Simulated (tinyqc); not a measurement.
What moves the results of Methfessel-Paxton (first order) smearing: smearing for a one-band metal on the square lattice.

Lattice vectors (units of a): a1 = (1, 0), a2 = (0, 1). E(k) = -t A_1(k) - t2 A_2(k), A_m the sum of cos(k . R) over the 4 nearest and 4 second lattice vectors. Mesh k = sum (j_i/N) b_i, j_i = 0 .. N-1.

With x = (E_k - mu)/sigma: Methfessel-Paxton (first order) f = erfc(x)/2 - x exp(-x^2)/(2 sqrt(pi)), s = (1 - 2 x^2) exp(-x^2)/(4 sqrt(pi)). With weights w = points/N^d (d the dimension), mu solves 2 sum w f = ne; E = 2 sum w f E_k, S = 2 sum w s, F = E - sigma S.

Parameters, chosen for this exercise: t = 1.12 eV (nearest hopping); t2 = -0.26 eV (second hopping); ne = 0.64 (electrons per cell); N = 8 (unshifted mesh); sigma = 0.112 eV (width).

All sums formed anew.

One parameter was then changed.

Results before and after:
```
case     mu (eV)   E (eV)        S   F (eV)
base     -1.5087  -1.4755  -0.0048  -1.4750
changed  -1.4579  -1.4900  -0.0081  -1.4891
```

Which of these changes was made? (a) ne = 0.74; (b) N = 16; (c) t = 1.232 eV; (d) t2 = -0.148 eV; (e) sigma = 0.224 eV.

Answer: (b) N = 16. Of the candidates, run in turn, only this one gives the changed row.

All candidates:
```
case              mu (eV)   E (eV)        S   F (eV)
base              -1.5087  -1.4755  -0.0048  -1.4750
N = 16            -1.4579  -1.4900  -0.0081  -1.4891
sigma = 0.224 eV  -1.4822  -1.4706   0.0257  -1.4764
ne = 0.74         -1.3715  -1.6176   0.0100  -1.6187
t2 = -0.148 eV    -1.5128  -1.5564   0.0046  -1.5569
t = 1.232 eV      -1.6697  -1.6416   0.0007  -1.6417
```

Program tinyqc; command `OMP_NUM_THREADS=1 python tinyqc.py 1651894 1651895 out.jsonl`; about 0.1 s on one thread of a shared Intel(R) Xeon(R) Processor @ 2.30GHz.
